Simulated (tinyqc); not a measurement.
Comparisons within one model: conduction-band anticrossing with a localised impurity level. A value that a table varies takes the place of the one given here.

Host conduction band EM(k) = Eg - al x + c k^2/mM, c = hbar^2/2m0, coupled to a flat level EI by V = C sqrt(x): H = [[EM, V], [V, EI]], E+/- = (EM + EI)/2 +/- sqrt((EM - EI)^2/4 + V^2). The host weight of a state at E is f = 1/(1 + V^2/(E - EI)^2), and its mass at k = 0 is mM/f. The gap is E-(0), the valence top staying at 0.

Constants: hbar^2/2m0 = 3.80998211 eV angstrom^2.

Inputs chosen for the exercise (host near GaAs; not measured data):
- Eg = 1.522 eV (gap at Gamma to the s-like level)
- mM = 0.0679 m0 (mass of the host band)
- EI = 1.735 eV (impurity level, from the valence top of the host)
- C = 2.05 eV (coupling)
- al = 0.58 eV (linear shift of the host edge)
- x = 0.011 (impurity fraction)
- aM = 104 meV/GPa (pressure coefficient of the host edge)
- aI = 32 meV/GPa (pressure coefficient of the level)

## Impurity fraction

The last column is the bowing that a quadratic law would need at that x, (Eg - gap)/(x (1 - x)), with equal end gaps.

Results:

| x (%) | E- (eV) | E+ (eV) | gap (eV) | host weight of E- | mass of E- | bowing (eV) |
|---|---|---|---|---|---|---|
| 0.1 | 1.5033 | 1.7531 | 1.5033 | 0.927 | 0.0732 | 18.7 |
| 0.2 | 1.4870 | 1.7689 | 1.4870 | 0.880 | 0.0772 | 17.6 |
| 0.5 | 1.4463 | 1.8078 | 1.4463 | 0.799 | 0.0850 | 15.2 |
| 1.0 | 1.3932 | 1.8580 | 1.3932 | 0.735 | 0.0923 | 13.0 |
| 2.0 | 1.3118 | 1.9336 | 1.3118 | 0.681 | 0.0998 | 10.7 |
| 3.0 | 1.2465 | 1.9931 | 1.2465 | 0.654 | 0.1038 | 9.5 |
| 5.0 | 1.1399 | 2.0881 | 1.1399 | 0.628 | 0.1082 | 8.0 |
| 8.0 | 1.0111 | 2.1995 | 1.0111 | 0.609 | 0.1115 | 6.9 |

The apparent bowing falls from 18.7 to 6.9 eV, so no single constant describes the gap: the part from the coupling goes as x while V is small against |EM - EI| and as sqrt(x) beyond (V = |Eg - EI| near x = 1.08 %), with the linear term al x on top; the fall of the gap goes as the power 0.90 of x between the first two rows and 0.62 between the last two. The mass of E- goes from 0.0732 to 0.1115, higher although the gap falls, against the usual k.p trend; with al = 0 the weight tends to 1/2 at large x.

## Pressure

Eg and EI move linearly with pressure; V is kept. The slope of E- is f aM + (1 - f) aI.

Results:

| P (GPa) | EM (eV) | EI (eV) | E- (eV) | E+ (eV) | host weight of E- | slope of E- (meV/GPa) |
|---|---|---|---|---|---|---|
| 0 | 1.5156 | 1.7350 | 1.3839 | 1.8667 | 0.727 | 84.4 |
| 1 | 1.6196 | 1.7670 | 1.4660 | 1.9206 | 0.662 | 79.7 |
| 2 | 1.7236 | 1.7990 | 1.5430 | 1.9796 | 0.586 | 74.2 |
| 3 | 1.8276 | 1.8310 | 1.6143 | 2.0443 | 0.504 | 68.3 |
| 4 | 1.9316 | 1.8630 | 1.6796 | 2.1150 | 0.421 | 62.3 |
| 5 | 2.0356 | 1.8950 | 1.7391 | 2.1915 | 0.345 | 56.8 |
| 6 | 2.1396 | 1.9270 | 1.7935 | 2.2732 | 0.278 | 52.0 |
| 7 | 2.2436 | 1.9590 | 1.8435 | 2.3591 | 0.224 | 48.1 |
| 8 | 2.3476 | 1.9910 | 1.8900 | 2.4486 | 0.181 | 45.0 |

The unmixed levels cross at 3.05 GPa, where E+ - E- has its minimum 2V = 0.430 eV and the weights are 1/2. The slope of E- falls from 84 to 45 meV/GPa, between the limits aM = 104 and aI = 32, as the state turns impurity-like. The X valleys, which pass below the Gamma edge of the host at high pressure, are left out.

## What each parameter does

At k = 0. Each row changes one parameter from the base and keeps the others.

Results:

| case | E- (eV) | E+ (eV) | gap (eV) | mass (m0) |
|---|---|---|---|---|
| base | 1.3839 | 1.8667 | 1.3839 | 0.0934 |
| EI = 1.685 eV | 1.3692 | 1.8314 | 1.3692 | 0.0994 |
| al = 1.08 eV | 1.3799 | 1.8652 | 1.3799 | 0.0928 |
| Eg = 1.572 eV | 1.4192 | 1.8814 | 1.4192 | 0.0994 |
| C = 2.3575 eV | 1.3548 | 1.8958 | 1.3548 | 0.0966 |
| x = 0.01265 | 1.3693 | 1.8804 | 1.3693 | 0.0949 |
| mM = 0.07809 m0 | 1.3839 | 1.8667 | 1.3839 | 0.1074 |

The largest shifts from the base row, up to three for each result and ties (the steps differ in size, so this ranks the rows, not the parameters). E- (eV): Eg +0.0353, C -0.0291, EI -0.0147; unchanged at the printed digits by mM. E+ (eV): EI -0.0353, C +0.0291, Eg +0.0147; unchanged at the printed digits by mM. gap (eV): Eg +0.0353, C -0.0291, EI -0.0147; unchanged at the printed digits by mM. mass (m0): mM +0.0140, Eg +0.0060, EI +0.0060.

tinyqc: `OMP_NUM_THREADS=1 python tinyqc.py 1080412 1080413 out.jsonl`; about 0.01 s, one thread, shared Intel(R) Xeon(R) Processor @ 2.30GHz.
